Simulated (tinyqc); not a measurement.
# Worked calculation: field emission through a triangular barrier, exact transmission by Airy functions

tinyqc, about 0.01 s, one thread, Intel Xeon 2.30GHz (shared host): `OMP_NUM_THREADS=1 python tinyqc.py 2580131 2580132 out.jsonl` Printed values are rounded.

The left lead has its band edge at 0; for x > 0 the edge falls without end, U(x) = U0 - F x, with mass m1. No transverse momentum; C = hbar^2/(2 m0); psi and psi'/m are continuous at x = 0. The outgoing solution is Bi(z) + i Ai(z).

Parameters, values chosen for the exercise; masses and offsets close to those of GaAs wells and AlGaAs barriers:

| symbol | value | unit | meaning |
|---|---|---|---|
| mL | 0.068 | m0 | mass in the left lead |
| U0 | 0.24 | eV | barrier edge at x = 0 |
| m1 | 0.092 | m0 | mass in the barrier |
| E | 0.077 | eV | electron energy |
| F | 0.013 | V/nm | field in the barrier |

Constants: q = 1.602176634e-19 C, hbar = 1.054571817e-34 J s, m0 = 9.1093837015e-31 kg, hbar^2/(2 m0) = 0.0380998212 eV nm^2. Results are converted to the units shown.

## Scaled variables

Energy scale e = (C F^2/m1)^(1/3), z(x) = (U(x) - E)/e, s = (dz/dx)/m1 = -F/(e m1); v = k/m in a lead. vL = sqrt(mL E/C)/mL.

e = 0.0412104 eV
z(0) = 3.95531
s = -3.42885 1/nm
vL = 5.45167 1/nm
turning point (U0 - E)/F = 12.5385 nm

## Airy functions at x = 0

Ai and Bi solve y'' = z y, with Wronskian Ai Bi' - Ai' Bi = 1/pi.

Airy functions: Ai 0.00104300, Ai' -0.00213579, Bi 76.9346, Bi' 147.644

## Transmission, exact and WKB

With the Airy functions at z = z(0): g = s (Bi' + i Ai')/(Bi + i Ai), r = (i vL - g)/(i vL + g), T(E) = 1 - |r|^2 = 4 vL Im(g)/|i vL + g|^2, vL = sqrt(mL E/C)/mL. Im(g) = -s/(pi (Ai^2 + Bi^2)) by the Wronskian. WKB: exp(-S), S = (4/(3 F)) sqrt(m1/C) [max(U0 - E, 0)^1.5].

Re g = -6.58025 1/nm
Im g = 1.84397e-4 1/nm
T(E) = 5.50666e-5
exp(-S) = 2.78577e-5

The exact value is 98 % above the WKB one.
